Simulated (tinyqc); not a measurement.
# Changing the band gap at 300 K, E_g

Model: band-to-band tunnelling and avalanche in a reverse-biased abrupt junction. Computed by tinyqc, a small Python program. Command: `OMP_NUM_THREADS=1 python tinyqc.py 3029944 3029945 out.jsonl zener sweep`. One thread of a shared host (Intel(R) Xeon(R) Processor @ 2.30GHz), about 0.03 s of CPU time with the checks.

Direct Kane tunnelling in the local field (for indirect gaps the mass is an effective fit) and one ionisation coefficient for both carriers. N is the doping of the light side, or N_A N_D/(N_A + N_D) for the symmetric junction; the built-in voltage is taken as E_g/e.

Inputs (values chosen for the exercise, modelled on silicon):
```
quantity                                               value    unit
gap narrowing with temperature, -dE_g/dT                0.25   meV/K
reduced tunnelling mass m_r                             0.21     m_0
permittivity eps                                        11.7       -
ionisation prefactor a                               1.1e+06    1/cm
ionisation field at 300 K, b                        1.53e+06    V/cm
relative rise of b with temperature                      6.4  1e-4/K
effective doping N                                   3.9e+18  1/cm^3
reverse bias V_R                                        0.73       V
current density that defines tunnel breakdown, J_0        10  A/cm^2
temperature T                                            300       K
```

Junction: one-sided.

Constants: eps_0 = 8.8541878128e-12 F/m; e = 1.602176634e-19 C; m_0 = 9.1093837015e-31 kg; hbar = 1.054571817e-34 J s.

Method:
- E_g(T) = E_g - (T - 300 K)(-dE_g/dT); b(T) = b [1 + (rise)(T - 300 K)]; w = sqrt(2 eps eps_0 (V_R + E_g/e)/(e N)); F_m = 2 (V_R + E_g/e)/w; the field falls linearly from F_m to 0 across w.
- Kane: G(F) = A F^2 exp(-B/F), A = e^2 sqrt(m_r)/(18 pi hbar^2 sqrt(E_g)), B = pi sqrt(m_r) E_g^(3/2)/(2 e hbar), SI units; J = e int G dx x V_R/(V_R + E_g/e), the last factor making J vanish at zero bias; int G dx = (w/F_m) int_0^F_m G dF by 64 Gauss-Legendre points.
- Avalanche: I = (w/F_m) int_0^F_m a exp(-b/F) dF by 64 Gauss-Legendre points, M = 1/(1 - I), breakdown at I = 1.
- V_Z solves J = J_0 and V_A solves I = 1; the lower one is the breakdown voltage; temperature coefficients by a central difference of +/- 10 K.

One run for each value:
```
band gap at 300 K, E_g (eV)  tunnel current density (A/cm^2)  B (MV/cm)  tunnel breakdown V_Z (V)
0.55                                              2.7304e+03     10.636                    0.1217
0.69                                              1.1887e+02     14.946                    0.3973
0.83                                              4.9461e+00     19.718                    0.8436
0.97                                              1.9915e-01     24.912                    1.4732
1.10                                              9.8672e-03     30.084                    2.2367
1.30                                              9.4031e-05     38.652                    3.7799
1.40                                              9.0818e-06     43.196                    4.7324
1.50                                              8.7221e-07     47.906                    5.8135
```

What does the table show, and why?

Over the rows, tunnel current density (A/cm^2) falls from 2730 to 8.72e-7 (exponent d ln y / d ln x -14 between the first rows and -34 between the last); B (MV/cm) rises from 10.6 to 47.9 (exponent d ln y / d ln x about 1.5 throughout); tunnel breakdown V_Z (V) rises from 0.122 to 5.81 (exponent d ln y / d ln x 5.2 between the first rows and 3.0 between the last). B grows as E_g^(3/2) at fixed mass, which is why narrow-gap channels leak by tunnelling.

Caution (rows 0.830, 0.970, 1.10, 1.30, 1.40, 1.50): V_R is below E_g/e, so the field drops by more than a quarter along the tunnelling path and the local Kane formula overestimates the current. Caution (rows 0.830, 0.970, 1.10, 1.30, 1.40, 1.50): V_A is below about 5 E_g/e, where the local law understates it, since it ignores the distance a carrier needs to reach the ionisation energy.
